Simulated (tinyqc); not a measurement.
Worked calculation: interface roughness in a thin film (subband fluctuation and scattering). Values are carried at full precision from step to step, so a last printed digit may differ when a step is redone from the rounded ones.

Square well of width t, barriers V0, c = hbar^2/2m0: E1 solves k t + 2 atan[(k/mz)/(kappa/mb)] = pi, k = sqrt(mz E/c), kappa = sqrt(mb (V0 - E)/c). One interface is rough, so the subband edge fluctuates by G dt with G = |dE1/dt| (central difference of 0.01 angstrom; 2 E1/t for hard walls).

Constants: hbar^2/2m0 = 3.80998211 eV angstrom^2; e^2/(4 pi eps0) = 14.39964547 eV angstrom; hbar = 6.58211957e-16 eV s.

Inputs chosen for the exercise (near those of a thin InGaAs channel; the results hold for these values, not for the real material):
```
symbol  value  unit         meaning
t       46     angstrom     film thickness
mz      0.046  m0           confinement mass
V0      2.11   eV           barrier
mb      0.25   m0           barrier mass
D       3.1    angstrom     rms height of the roughness
md      0.044  m0           mass in the plane
gv      1                   valleys
Lc      22     angstrom     correlation length
Ns      2.4    x 1e12/cm^2  sheet density
eps     11                  mean dielectric constant at the channel
Lg      120    angstrom     gate length
Wg      150    angstrom     gate width
```

## Sensitivity of the level to thickness

Give E1, G, the hard-wall values and the rms fluctuation G D.

E1 = 153.95 meV
G = |dE1/dt| = 4.4673 meV/angstrom

hard walls: E1 (meV) and G (meV/angstrom): [386.322, 16.797]

G D = 13.85 meV

Hard walls overstate G by a factor 3.76, and the scattering rate, which goes as G^2, by 14.14.

## The angular integrand

Gaussian roughness spectrum S(q) = pi D^2 Lc^2 exp(-q^2 Lc^2/4). Degenerate gas, taken to fill one subband (the second starts to fill once c kF^2/md exceeds E2 - E1, which is not tested here): kF = sqrt(2 pi Ns/gv), q = 2 kF sin(theta/2), 1/tau = (md/(2 pi c hbar)) G^2 times the integral from 0 to pi of S(q)(1 - cos theta)/eps(q)^2 dtheta, eps(q) = 1 + qs/q with screening (qs = gv md q0/(c eps), q0 = e^2/(4 pi eps0), form factors left out, which overstates the screening; other scattering is left out too, so these values lie far above measured mobilities in all but the thinnest films) or 1 without; mobility = tau c2/md with c2 = e/m0 = 1.75882e15 cm^2/(V s^2); 1e12/cm^2 = 1e-4/angstrom^2.

kF, qs, and exp(-q^2 Lc^2/4)(1 - cos theta) without and with the factor 1/eps^2 at theta = 30, 60, ..., 180 degrees.

kF = 0.03883 1/angstrom
qs = 0.0151 1/angstrom

Integrand:
```
theta  q (1/angstrom)   bare  eps(q)  screened
30             0.0201  0.128    1.75    0.0416
60             0.0388  0.417    1.39     0.216
90             0.0549  0.694    1.28     0.427
120            0.0673  0.868    1.22     0.578
150            0.0750  0.944    1.20     0.654
180            0.0777  0.964    1.19     0.675
```

kF Lc = 0.85: the roughness is short-ranged for these electrons, and back-scattering dominates.

## Scattering time and mobility

Integrate over theta.

Results:
```
case      integral  tau (fs)  mobility (cm^2/(V s))
bare         1.850     663.9              2.654e+04
screened     1.180      1041              4.159e+04
```

Screening raises the mobility by a factor 1.6. With it kF l = 413, so by this rate the carriers are far from localisation. Phonons, and the gate field that presses carriers to the wall, limit real channels far below this value.

## Threshold variation

Averaged over an area A = Lg Wg much larger than Lc^2, the thickness varies by D sqrt(pi Lc^2/A), so sigma(Vt) = G D Lc sqrt(pi/A)/e; the Pelgrom coefficient is sigma sqrt(A) (1 micrometre = 1e4 angstrom).

rms of the mean thickness = 0.901 angstrom
sigma(Vt) = 4.025 mV
coefficient = 0.0540 mV micrometre

The electrostatic effect of the thickness is left out.

## Checks

- G from the envelope at the wall, psi(t/2)^2 (E1 + c mz (kappa/mb)^2), against the difference quotient, meV/angstrom: both 4.467.
- Bare integral for Lc -> 0 against pi: both 3.1416.

Computed by tinyqc, a small Python program: `OMP_NUM_THREADS=1 python tinyqc.py 1251923 1251924 out.jsonl` (the numbers bound the seed that draws the inputs); one thread of a shared host (Intel(R) Xeon(R) Processor @ 2.30GHz), about 0.01 s for the whole set of steps.
